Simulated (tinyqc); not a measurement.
# Permittivity of the insulator from five potentials

Problem. A node lies on a semiconductor-insulator interface. Steps: hs = tb/2 down into the semiconductor, ho = tox/1 up into the insulator, hy = L/4 sideways. The flux balance of its box reads eox (hy/ho)(above - node) + eps_r (hy/hs)(below - node) + [(eps_r hs + eox ho)/(2 hy)](left + right - 2 node) - q Na (hs/2) hy/eps0 = 0. Find eox.

Values chosen for this exercise; semiconductor permittivity close to that of In0.53Ga0.47As: relative permittivity of the semiconductor eps_r = 13.6; half the body thickness tb = 3 nm; insulator thickness tox = 2 nm; channel length L = 30 nm; acceptor density of the depleted body Na = 1.8e18 cm^-3.

Constants: q = 1.602176634e-19 C, eps0 = 8.8541878128e-14 F/cm where lengths are in cm. Results are converted to the units shown.

psi (V): node 0.17122863, above 0.08, below 0.18359705, left 0.57, right 0.13223352

Answer. The balance is linear in eox.

eox = 3.90

Program tinyqc, `OMP_NUM_THREADS=1 python tinyqc.py 2480153 2480154 out.jsonl`; Intel Xeon 2.30GHz, shared host, one thread, about 0.2 s.
